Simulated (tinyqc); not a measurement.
Channel resistance from two points of the on-state curve.

Inverse problem. In the p-i-n model Von = V1 + 2 Vt ln(J/(1 A/cm^2)) + J Rch, with V1 independent of J. Find Rch and V1.

Values chosen for this exercise:
- T = 300 K (temperature)

Constants: q = 1.602176634e-19 C, kB = 1.380649e-23 J/K, Vt = kB T/q. Results are converted to the units shown.

Von at J = 100 and 300 A/cm^2 (V): 1.3270819  2.1038845

Solution. Remove the logarithmic junction term; the rest is linear in J.

Rch = 3.60 mohm cm^2
V1 = 0.729 V

Program tinyqc, `OMP_NUM_THREADS=1 python tinyqc.py 2590036 2590037 out.jsonl`; Intel Xeon 2.30GHz, shared host, one thread, about 0.01 s.
